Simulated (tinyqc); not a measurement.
# Gap voltage and exponent from three temperatures

Problem. At constant current VBE(T) = Vg0 - a T - eta (kB T/q) ln T, where a is a constant. Find Vg0, eta and dVBE/dT at the middle temperature.

Constants: q = 1.602176634e-19 C, kB = 1.380649e-23 J/K. Results are converted to the units shown.

T (K): 273  360  390
VBE at a constant current (V): 0.9137452791  0.7966529071  0.7548491776

Answer. The relation is linear in Vg0, a and eta, so three points give a linear system; the slope is (VBE - Vg0 - eta kB T/q)/T. eta rests on the curvature of VBE(T) alone, so real fits need accuracy of some tens of microvolts or better.

Vg0 = 1.20 V
eta = 3.20
dVBE/dT = -1.38 mV/K

Numbers from tinyqc (`OMP_NUM_THREADS=1 python tinyqc.py 2062169 2062170 out.jsonl`; about 0.02 s on one thread of a shared Intel Xeon 2.30GHz).
